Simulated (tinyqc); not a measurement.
Geometry relaxation of a small cluster. Changing the step factor eta. Computed by tinyqc, a small Python program. Command: `OMP_NUM_THREADS=1 python tinyqc.py 3017142 3017143 out.jsonl relax sweep`. One thread of a shared host (Intel(R) Xeon(R) Processor @ 2.30GHz), about 0.03 s of CPU time with the checks.

E = sum_i {sum_j A exp(-p (r_ij/r0 - 1)) - xi sqrt(rho_i)}, rho_i = sum_j exp(-2 q (r_ij/r0 - 1)); the force on i is -sum_j w_ij (R_i - R_j)/r_ij with w_ij = -(2p/r0) A exp(-p (r_ij/r0 - 1)) + (xi q/r0) exp(-2 q (r_ij/r0 - 1)) (rho_i^(-1/2) + rho_j^(-1/2)).

Inputs (values chosen for the exercise, for model atoms): length r0 = 3.07 angstrom; repulsion A = 0.11 eV; hopping xi = 1.67 eV; decay p = 9.76; decay q = 2.23; largest number of steps = 500.

Potential: Gupta. Method: BFGS.

starting positions (angstrom), rows atom 1, atom 2, atom 3, atom 4, atom 5, columns x, y, z:
$$\begin{pmatrix}
0.09 & 0.1 & 0 \\
2.9 & 0.04 & 0.1 \\
1.79 & 2.38 & -0.04 \\
1.44 & 0.81 & 2.41 \\
1.23 & 0.99 & -2.32
\end{pmatrix}$$

Method:
- BFGS: R(new) = R + B F with the inverse Hessian B = eta 1 at first; with s = R(new) - R, y = F - F(new), rho = 1/(y.s): B(new) = (1 - rho s y^T) B (1 - rho y s^T) + rho s s^T, skipped if y.s is not positive.
- No atom moves more than 0.3 angstrom a step (the whole step is scaled). Stop when the largest force component is below 1e-5 eV/angstrom.
- Hessian at the final positions by central differences of the forces; six eigenvalues vanish (translations and rotations). Steepest descent is stable for eta below 2/lambda_max and contracts the softest mode by 1 - eta lambda_min a step.

One run for each value:
```
step factor eta (angstrom^2/eV)  steps  final energy (eV)  largest stable eta (angstrom^2/eV)
0.010                               47            -14.665                             0.12950
0.015                               42            -14.665                             0.12950
0.021                               38            -14.665                             0.12950
0.031                               31            -14.665                             0.12950
0.045                               26            -14.665                             0.12950
0.065                               22            -14.665                             0.12950
0.095                               17            -14.665                             0.12950
0.140                               14            -14.665                             0.12950
0.200                               13            -14.665                             0.12950
```

Over the rows, steps falls from 47.0 to 13.0 (exponent d ln y / d ln x -0.28 between the first rows and -0.21 between the last). The final energy is the same in every row; the largest stable eta for plain steepest descent is 0.129.

Extremes, crossings and ranges named in words are read from the listed rows.
